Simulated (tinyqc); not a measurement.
MOS capacitor on a p-type substrate, surface potential from the exact charge relation: one step of the calculation.

Uniform p-type substrate, Boltzmann statistics, full ionisation, classical densities. psi is the surface potential against the body (positive when the bands bend down) and u = psi/Vt. Traps are spread evenly over the gap and neutral at flat band, so their charge is -q Dit psi; the minority quasi-Fermi level is shifted by Vb.

Problem. Charges, field and capacitances at the solution. ni = sqrt(Nc Nv) exp(-Eg/(2 Vt)), Eg in volts; phiF = Vt ln(N/ni); Cox = eps0 eox/tox; Vfb = phiM - chi - (Eg - Vt ln(Nv/N)) - q Nf/Cox; Q0 = sqrt(2 eps0 eps_r q N Vt); r = (ni/N)^2 exp(-Vb/Vt); VT = Vfb + [(2 phiF + Vb)(1 + q Dit/Cox) + sqrt(2 eps0 eps_r q N (2 phiF + Vb))/Cox].

u = psi/Vt; F^2 = exp(-u) + u - 1 + r (exp(u) - u - 1); Qs = -sign(u) Q0 F; Cs = -dQs/dpsi = (Q0/Vt) |1 - exp(-u) + r (exp(u) - 1)|/(2 F). Low frequency: 1/C_LF = 1/Cox + 1/(Cs + q Dit). High frequency, in the simple estimate in which traps and minority carriers do not follow: 1/C_HF = 1/Cox + 1/Cd, Cd being Cs with r = 0 at the same psi. Minority sheet density N_inv = (Q0/(2 q)) int_0^u r (exp(t) - 1)/F(t) dt for u > 0. Oxide field |Qs - q Dit psi + q Nf|/(eps0 eox).

Parameters, values chosen for the exercise; band and dielectric values close to those of silicon: temperature T = 450 K; band gap Eg = 1.14 eV; relative permittivity eps_r = 11.9; conduction-band density of states at T Nc = 5.13e19 cm^-3; valence-band density of states at T Nv = 4.87e19 cm^-3; acceptor density of the substrate N = 6e17 cm^-3; relative permittivity of the gate insulator (close to silicon dioxide) eox = 3.9; insulator thickness tox = 6.9 nm; fixed charge at the interface, in units of q Nf = -5.2e10 cm^-2; density of interface traps Dit = 2e10 cm^-2 eV^-1; reverse bias of the inversion layer against the body Vb = 0 V.

Constants: q = 1.602176634e-19 C, kB = 1.380649e-23 J/K, Vt = kB T/q, eps0 = 8.8541878128e-14 F/cm where lengths are in cm. Results are converted to the units shown.

converged psi = 0.11326567 V

Find: Qs; N_inv; oxide field; Cs; C_LF/Cox; C_HF/Cox.

Solution.

Qs = -124.5 nC/cm^2
N_inv = 4708 cm^-2
oxide field = 0.3859 MV/cm
Cs = 0.7694 uF/cm^2
C_LF/Cox = 0.6069
C_HF/Cox = 0.6059

The surface is in depletion (borders at |psi| = 0, phiF + Vb and 2 phiF + Vb = 0.797 V).

Computed by the program tinyqc: `OMP_NUM_THREADS=1 python tinyqc.py 2060170 2060171 out.jsonl`, one thread of a shared Intel Xeon 2.30GHz, about 0.01 s for the whole run.
